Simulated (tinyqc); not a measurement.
Pressure and uniformity: chemical vapour deposition: Grove model, boundary layer, depletion and step coverage. Computed by tinyqc, a small Python program. Command: `OMP_NUM_THREADS=1 python tinyqc.py 3016141 3016142 out.jsonl cvd walk`. One thread of a shared host (Intel(R) Xeon(R) Processor @ 2.30GHz), about 0.01 s of CPU time with the checks.

A precursor diffuses to the surface and reacts there at first order; each molecule that reacts adds one formula unit of film.

Inputs (values chosen for the exercise, close to those used for silicon nitride (counted as SiN4/3)): prefactor k0 of k_s = 5.2e+08 cm/s; activation energy E = 1.85 eV; temperature T = 740 C; total pressure p = 0.1 torr; mole fraction of the precursor Y = 0.14; gas diffusivity D0 at 273.15 K and 760 torr = 0.41 cm^2/s; film density N = 4e+22 formula units/cm^3; precursor mass M = 101 u; wafer radius R = 10 cm; wafer spacing s = 0.61 cm.

Reactor: wafer stack, low pressure.

Constants: k_B = 1.380649e-23 J/K; u = 1.6605390666e-27 kg; k_B = 8.617333262e-05 eV/K.

Method:
- k_s = k0 exp(-E/(k_B T)); C_g = Y p/(k_B T), 1 torr = 133.322 Pa; D = D0 (T/273.15)^1.75 (760/p).
- Temperatures in kelvin are T(C) + 273.15.
- Mean speed c = sqrt(8 k_B T/(pi M)); reactive sticking probability beta = 4 k_s/c.
- Between two wafers the gas diffuses inward and reacts on both faces: (D/r) d/dr (r dC/dr) = 2 k_s C/s, so C(r)/C_g = I0(phi r/R)/I0(phi) with phi^2 = 2 k_s R^2/(s D); G(r) = k_s C(r)/N, 1 cm/s = 6e8 nm/min; the mean over the wafer is eta = 2 I1(phi)/(phi I0(phi)).

gas diffusivity D = 30890.5 cm^2/s

surface rate constant k_s = 0.326158 cm/s

precursor density C_g = 1.33436e+14 1/cm^3

Effect of the total pressure at fixed Y:
```
p (torr)  D (cm^2/s)     phi  centre/edge  G at the edge (nm/min)
0.05      6.1781e+04  0.0416      0.99957              3.2641e-01
0.1       3.0890e+04  0.0588      0.99914              6.5282e-01
0.3       1.0297e+04  0.1019      0.99741              1.9585e+00
1         3.0890e+03  0.1861      0.99140              6.5282e+00
3         1.0297e+03  0.3223      0.97453              1.9585e+01
10        3.0890e+02  0.5884      0.91875              6.5282e+01
30        1.0297e+02  1.0191      0.78310              1.9585e+02
100       3.0890e+01  1.8606      0.48269              6.5282e+02
```

What follows from these numbers?

D scales as 1/p and phi as sqrt(p), while the edge rate grows as p. The centre stays within 5 % of the edge up to 3 torr: low pressure trades rate for uniformity and lets wafers stand close together. Caution: at the lowest pressures the mean free path exceeds the wafer spacing, so D stops growing as 1/p.

Extremes, crossings and ranges named in words are read from the listed rows.
